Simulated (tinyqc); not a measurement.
Smearing for a one-band metal on the fcc lattice, step by step. Values are carried at full precision from step to step, so a last printed digit may differ when a step is redone from the rounded ones.

Lattice vectors (units of a): a1 = (0, 1/2, 1/2), a2 = (1/2, 0, 1/2), a3 = (1/2, 1/2, 0). E(k) = -t A_1(k) - t2 A_2(k), A_m the sum of cos(k . R) over the 12 nearest and 6 second lattice vectors. Mesh k = sum (j_i/N) b_i, j_i = 0 .. N-1.

Inputs chosen for the exercise:
```
symbol  value  unit  meaning
t       0.84   eV    nearest hopping
t2      0.16   eV    second hopping
N       4            unshifted mesh
ne      0.83         electrons per cell
sigma   0.252  eV    width
```

## Levels on the mesh

Evaluate the band and collect equal energies with their counts.

Distinct levels:
```
E_k (eV),points
-11.0400,1
-5.0400,8
-3.6800,6
0.3200,12
0.9600,4
1.6800,24
2.4000,3
3.0400,6
```

8 distinct levels; the mean spacing is 2.011 eV.

## Fermi level with cold (Marzari-Vanderbilt) smearing

With x = (E_k - mu)/sigma: cold (Marzari-Vanderbilt) with y = x + 1/sqrt(2), f = erfc(y)/2 + exp(-y^2)/sqrt(2 pi), s = y exp(-y^2)/sqrt(2 pi). With weights w = points/N^d (d the dimension), mu solves 2 sum w f = ne; E = 2 sum w f E_k, S = 2 sum w s, F = E - sigma S.

Weights w = points/total. Bisection from the lowest and highest level; ten steps are shown.

Bisection:
```
step,low (eV),high (eV),mu (eV),electrons
1,-11.0400,3.0400,-4.0000,0.2832
2,-4.0000,3.0400,-0.4800,0.4688
3,-0.4800,3.0400,1.2800,0.9804
4,-0.4800,1.2800,0.4000,0.7063
5,0.4000,1.2800,0.8400,0.8754
6,0.4000,0.8400,0.6200,0.8705
7,0.4000,0.6200,0.5100,0.8156
8,0.5100,0.6200,0.5650,0.8509
9,0.5100,0.5650,0.5375,0.8352
10,0.5100,0.5375,0.5238,0.8259
```

## Occupations and energies

Converge mu, then list x, f and s of each level and form the sums.

mu = 0.5296 eV

x, f and s of each level:
```
E_k (eV),x,f,s
-11.0400,-45.91,1.0000,0.0000
-5.0400,-22.10,1.0000,0.0000
-3.6800,-16.70,1.0000,0.0000
0.3200,-0.83,0.9628,-0.0490
0.9600,1.71,0.0015,0.0028
1.6800,4.56,0.0000,0.0000
2.4000,7.42,0.0000,0.0000
3.0400,9.96,0.0000,0.0000
```

E = -2.1793 eV
S = -0.0180
F = -2.1747 eV
(E + F)/2 = -2.1770 eV

Levels with f between 0.001 and 0.999: 2. For this scheme F itself has no term in sigma^2, so F is the estimate of the energy at zero width. That argument needs a smooth density of states, and the number of distinct levels within 2 sigma of mu is only 2, so it may fail on this mesh.

## Checks

- The slope dF/d sigma by finite differences against -S: both 0.018033.
- The slope dF/d ne by finite differences against mu (eV): both 0.52965.

Computed by tinyqc, a small Python program: `OMP_NUM_THREADS=1 python tinyqc.py 1680948 1680949 out.jsonl` (the numbers bound the seed that draws the inputs); one thread of a shared host (Intel(R) Xeon(R) Processor @ 2.30GHz), about 0.2 s for the whole set of steps.
